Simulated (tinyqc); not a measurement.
Inside a calculation. Model: configuration-coordinate model of a defect: Huang-Rhys factor and luminescence line shape. Computed by tinyqc, a small Python program that keeps every step. Command: `OMP_NUM_THREADS=1 python tinyqc.py 3008991 3008992 out.jsonl ccline walk`. One thread of a shared host (Intel(R) Xeon(R) Processor @ 2.30GHz), about 0.01 s of CPU time with the checks. Intermediate numbers are printed to about 6 digits and carried at full precision; extremes and crossings named in words are read from the listed rows.

Ground state E_g(Q) = (1/2) omega_g^2 Q^2; excited state E_e(Q) = E_0 + (1/2) omega_e^2 (Q - dQ)^2 with E_0 = E_ZPL - (hbar omega_e - hbar omega_g)/2. Q is mass-weighted; the dipole does not depend on Q (Condon approximation).

Inputs (values chosen for the exercise, for a model defect in a wide-gap host):
```
quantity                           value              unit
zero-phonon energy E_ZPL            2.01                eV
displacement dQ                    0.574  u^(1/2) angstrom
ground-state phonon hbar omega_g      82               meV
excited-state phonon hbar omega_e   74.8               meV
temperature T                        500                 K
refractive index n_r                2.55                 -
transition dipole mu                 1.1        e angstrom
quenching prefactor nu_0           3e+12               1/s
```

Modes: different frequencies.

Constants: hbar^2/u = 4.18015928e-03 eV angstrom^2; k_B = 8.617333262e-05 eV/K; hbar = 6.582119569e-16 eV s; e = 1.602176634e-19 C; eps_0 = 8.8541878128e-12 F/m; hbar = 1.054571817e-34 J s; c = 299792458 m/s.

## Huang-Rhys factors and vertical energies

S = hbar omega dQ^2/(2 hbar^2/u) for each state; relaxation energy S hbar omega; absorption at E_0 + S_e hbar omega_e, emission at E_0 - S_g hbar omega_g; the Stokes shift is their difference.

S_g = 3.23158

S_e = 2.94783

relaxation energy, ground state = 0.264989 eV

relaxation energy, excited state = 0.220498 eV

vertical absorption energy = 2.23410 eV

vertical emission energy = 1.74861 eV

Stokes shift = 0.485487 eV

The coupling is intermediate: phonon replicas can be resolved beside the zero-phonon line.

## Franck-Condon overlaps

Overlaps <m_e|n_g> of harmonic-oscillator functions (Hermite recursion, positive leading coefficients) by a sum over an even grid (700 points from x = -9 to 9 + d for the small table, 1500 points from -16 to 16 + d for the thermal sums), with x = Q sqrt(omega_g/hbar), d = sqrt(2 S_g) and frequency ratio omega_e/omega_g.

<m_e|n_g>:
```
           n=0        n=1        n=2        n=3        n=4        n=5        n=6
m=0   0.213926   0.366908   0.451921   0.461258   0.413526   0.336128   0.252688
m=1  -0.384161  -0.445180  -0.293203  -0.046386   0.178948   0.320091   0.368705
m=2   0.480861   0.282018  -0.087075  -0.314797  -0.306184  -0.134722   0.077444
m=3  -0.484146   0.001631   0.331294   0.241133  -0.052375  -0.267188  -0.284441
```

From m = 0 these seven lines hold 94.5 % of the weight.

## Band at temperature T

Initial levels m = 0..24 carry Boltzmann weights exp(-m hbar omega_e/k_B T), normalised; final levels n = 0..79; a line lies at E_ZPL + m hbar omega_e - n hbar omega_g with weight w_m <m|n>^2. Moments are taken over these weights without the E^3 factor; FWHM = 2 sqrt(2 ln 2) x standard deviation; the zero-phonon weight is w_0 <0|0>^2, since the other m -> m lines are offset by m (hbar omega_e - hbar omega_g).

mean emission energy = 1.74322 eV

FWHM from the second moment = 0.434653 eV

zero-phonon weight = 0.0377000

skewness = -0.459332

## Crossing, radiative lifetime and thermal quenching

The curves cross at the root Q_c nearest dQ; the barrier is (1/2) omega_e^2 (Q_c - dQ)^2, with (1/2) omega^2 = (hbar omega)^2/(2 hbar^2/u). k_r = n_r omega^3 mu^2/(3 pi eps_0 hbar c^3) at the vertical emission energy, without local-field correction; k_nr = nu_0 exp(-barrier/k_B T) (Mott-Seitz); yield = k_r/(k_r + k_nr); T_1/2 = barrier/(k_B ln(nu_0/k_r)).

Q_c = 2.11882 u^(1/2) angstrom

classical barrier = 1.59712 eV

radiative lifetime = 15.9672 ns

luminescence yield = 1

quenching temperature T_1/2 = 1719.77 K

The barrier is so high that this route does not halve the yield below 1000 K.

## Width and zero-phonon weight against temperature

For comparison: FWHM(0) sqrt(coth(hbar omega_e/2 k_B T)) with FWHM(0) from the first row, and exp(-S_g coth(hbar omega_e/2 k_B T)).

Against temperature:
```
T (K)  mean energy (eV)  FWHM (eV)  coth law (eV)  zero-phonon weight  exp(-S coth)
43              1.74484   0.363659       0.363659           0.0457645   3.94951e-02
130             1.74483   0.364118       0.364117           0.0457069   3.91745e-02
260             1.74456   0.376819       0.376802           0.0441404   3.11360e-02
430             1.74368   0.415725       0.415649           0.0396854   1.46747e-02
690             1.74184   0.487339       0.487109           0.0327572   3.03365e-03
1000            1.73938   0.569357       0.568866           0.0265534   3.67927e-04
1500            1.73521   0.686426       0.685385           0.0201072   1.03475e-05
```

The width grows by a factor 1.89, flat while k_B T is well below hbar omega and as sqrt(T) above; the coth law, exact only for equal frequencies, misses by at most 0.15 %. The mean energy moves by -9.6 meV because the frequencies differ. The zero-phonon weight goes from 0.0458 to 0.0201, against 0.0395 to 1.03e-5 for the exponential rule, which assumes many modes of equal frequency in both states.

Checks made by the program: grid overlaps at equal frequencies against the Poisson weights (relative difference below 1e-10).
